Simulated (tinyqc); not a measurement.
# Changing the temperature T

Model: Heisenberg spin cluster by exact diagonalisation: multiplets, susceptibility, level crossings. Computed by tinyqc, a small Python program. Command: `OMP_NUM_THREADS=1 python tinyqc.py 3001074 3001075 out.jsonl spincl sweep`. One thread of a shared host (Intel(R) Xeon(R) Processor @ 2.30GHz), about 0.01 s of CPU time with the checks.

H = J1 sum S_i.S_j over the bonds 1-2 - g mu_B B S_z; J > 0 is antiferromagnetic.

Inputs (values chosen for the exercise, for a model cluster): exchange J1 = 0.787 meV; g factor = 2.1; field B = 23 T.

Cluster: dimer. Spin s of each site: 0.5.

Constants: k_B = 8.617333262e-05 eV/K; mu_B = 5.7883818060e-05 eV/T.

Method:
- Every multiplet has one member in the block S_z = 0; diagonalise it and read the total spin from <S^2> = S (S + 1).
- Z = sum k (2S + 1) exp(-E/(k_B T)) over the table, k the number of multiplets; <S^2> likewise with the factor S (S + 1); chi T = N_A g^2 mu_B^2 <S^2>/(3 k_B) = 0.125049 g^2 <S^2> cm^3 K/mol (cgs, per mole of clusters); C = (<E^2> - <E>^2)/(k_B T)^2; entropy = ln Z + <E>/(k_B T).
- Each multiplet splits as E - g mu_B B m; <S_z> is the Boltzmann mean. The first level crossing is at the smallest (E_S - E_0)/(g mu_B (S - S_0)) over higher spins (0 if the ground state has the highest spin).

One run for each value:

| temperature T (K) | chi T (cm^3 K/mol) | heat capacity (k_B) | entropy (k_B) | <S_z> |
|---|---|---|---|---|
| 1.2 | 1.6360e-03 | 0.0858 | 0.0128 | 1.00000 |
| 1.9 | 2.6401e-02 | 0.5398 | 0.1393 | 1.00000 |
| 3.2 | 1.6254e-01 | 1.0235 | 0.5800 | 0.99928 |
| 5.2 | 3.7639e-01 | 0.6934 | 1.0168 | 0.98691 |
| 8.6 | 5.6157e-01 | 0.2818 | 1.2524 | 0.91693 |
| 14.0 | 6.7252e-01 | 0.1013 | 1.3387 | 0.76328 |
| 23.0 | 7.3734e-01 | 0.0349 | 1.3697 | 0.56435 |
| 38.0 | 7.7459e-01 | 0.0121 | 1.3805 | 0.38104 |
| 63.0 | 7.9615e-01 | 0.0042 | 1.3842 | 0.24307 |

Over the rows, chi T (cm^3 K/mol) rises from 0.00164 to 0.796 (exponent d ln y / d ln x 6.1 between the first rows and 0.054 between the last); heat capacity (k_B) goes from 0.0858 through a maximum among these rows, 1.02 at 3.20, to 0.00422; entropy (k_B) rises from 0.0128 to 1.38 (exponent d ln y / d ln x 5.2 between the first rows and 0.0054 between the last).

Extremes, crossings and ranges named in words are read from the listed rows.
